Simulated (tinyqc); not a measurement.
From results back to parameters: free-carrier optics of a doped semiconductor (Drude model with one polar phonon). Three cases, with inputs chosen for the exercise.

Problem. The upper coupled mode solves E^4 - (wL^2 + Ep^2) E^2 + Ep^2 wT^2 = 0 with wL = wT sqrt(es/ei); N is hidden.

eps(E) = ei [1 - Ep^2/(E^2 + i E Gam)] + (es - ei) wT^2/(wT^2 - E^2 - i E gT), with Ep^2 = 8 pi c (e^2/(4 pi eps0)) N/(m ei), c = hbar^2/2m0, N in 1/angstrom^3 (1e-24 per 1/cm^3); Gam = hbar/tau, tau = mu m m0/e with m0/e = 5.685630e-12 kg/C and mu in m^2/(V s). Energies in meV.

Constants: hbar^2/2m0 = 3.80998211 eV angstrom^2; e^2/(4 pi eps0) = 14.39964547 eV angstrom.

Case 1.

Values chosen (mass and dielectric values near those of InSb; N and mu are free inputs; interband absorption and the rise of the mass with filling are left out; not measured data): m = 0.0141 m0 (conductivity mass); ei = 15.97 (high-frequency dielectric constant); wT = 22.1 meV (TO phonon); es = 17.33 (static dielectric constant).

L+ = 28.8965 meV

Case 2.

Values chosen (mass and dielectric values near those of GaN; N and mu are free inputs; interband absorption and the rise of the mass with filling are left out; not measured data): m = 0.221 m0 (conductivity mass); ei = 5.4 (high-frequency dielectric constant); wT = 69 meV (TO phonon); es = 9.73 (static dielectric constant).

L+ = 145.2761 meV

Case 3.

Values chosen (mass and dielectric values near those of GaP; N and mu are free inputs; interband absorption and the rise of the mass with filling are left out; not measured data): m = 0.352 m0 (conductivity mass); ei = 9.2 (high-frequency dielectric constant); wT = 45.8 meV (TO phonon); es = 11.23 (static dielectric constant).

L+ = 115.4240 meV

Find: Ep; N; L-.

Solution. Ep^2 = L+^2 (L+^2 - wL^2)/(L+^2 - wT^2); the product of the roots gives L- = Ep wT/L+.

Case 1.

Ep = 27.11 meV
N = 1.20e+17 1/cm^3
L- = 20.73 meV

Case 2.

Ep = 127.18 meV
N = 1.40e+19 1/cm^3
L- = 60.41 meV

Case 3.

Ep = 113.02 meV
N = 3.00e+19 1/cm^3
L- = 44.85 meV

Computed by tinyqc, one run a case: `OMP_NUM_THREADS=1 python tinyqc.py N N+1 out.jsonl` with N = 1650024, 1650129, 1650166; one thread of a shared Intel(R) Xeon(R) Processor @ 2.30GHz, about 0.01 s a run at most.
